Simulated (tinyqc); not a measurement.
## Capacitance shares from swing and barrier lowering

Problem. Below threshold the charge is negligible, so the band edge moves as -(aG Vg + aD Vd), aG = CG/CS, aD = CD/CS (CG, CD the capacitances of the barrier top to gate and drain, CS the total), and I goes as exp((aG Vg + aD Vd)/Vt) once Vd is well above Vt. Find aG, aD, CS and CD.

Parameters, values chosen for the exercise:
```
symbol,value,unit,meaning
T,400,K,temperature
```

Constants: q = 1.602176634e-19 C, kB = 1.380649e-23 J/K, Vt = kB T/q. Results are converted to the units shown.

swing = 91.228244 mV/decade
DIBL = 33.333333 mV/V
CG = 3.3203204 uF/cm^2

Solution. The swing is Vt ln 10/aG and the DIBL, -dVg/dVd at fixed current, is aD/aG.

aG = 0.870
aD = 0.0290
CS = 3.82 uF/cm^2
CD = 0.111 uF/cm^2

Computed by the program tinyqc: `OMP_NUM_THREADS=1 python tinyqc.py 2400119 2400120 out.jsonl`, one thread of a shared Intel Xeon 2.30GHz, about 0.01 s for the whole run.
